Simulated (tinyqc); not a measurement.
Sp3 tight binding, zinc-blende lattice, step by step. One step of it, computed by the program tinyqc.

Task: Levels at L. Diagonalise the Hermitian matrix.

H(k) at L (eV), order a s, a px, a py, a pz, c s, c px, c py, c pz:
```
[[-17.810000, 0.000000, 0.000000, 0.000000, -4.711841+4.711841i, -2.898185+2.898185i, -2.898185+2.898185i, -2.898185+2.898185i],
 [0.000000, -8.380000, 0.000000, 0.000000, 2.898185-2.898185i, 2.145479-2.145479i, -3.962463+3.962463i, -3.962463+3.962463i],
 [0.000000, 0.000000, -8.380000, 0.000000, 2.898185-2.898185i, -3.962463+3.962463i, 2.145479-2.145479i, -3.962463+3.962463i],
 [0.000000, 0.000000, 0.000000, -8.380000, 2.898185-2.898185i, -3.962463+3.962463i, -3.962463+3.962463i, 2.145479-2.145479i],
 [-4.711841-4.711841i, 2.898185+2.898185i, 2.898185+2.898185i, 2.898185+2.898185i, -13.490000, 0.000000, 0.000000, 0.000000],
 [-2.898185-2.898185i, 2.145479+2.145479i, -3.962463-3.962463i, -3.962463-3.962463i, 0.000000, -6.120000, 0.000000, 0.000000],
 [-2.898185-2.898185i, -3.962463-3.962463i, 2.145479+2.145479i, -3.962463-3.962463i, 0.000000, 0.000000, -6.120000, 0.000000],
 [-2.898185-2.898185i, -3.962463-3.962463i, -3.962463-3.962463i, 2.145479+2.145479i, 0.000000, 0.000000, 0.000000, -6.120000]]
```

Give: eigenvalues.

Result:

eigenvalues (eV): [-24.6557, -19.9034, -15.9615, -15.9615, -4.2287, 1.4615, 1.4615, 2.9878]
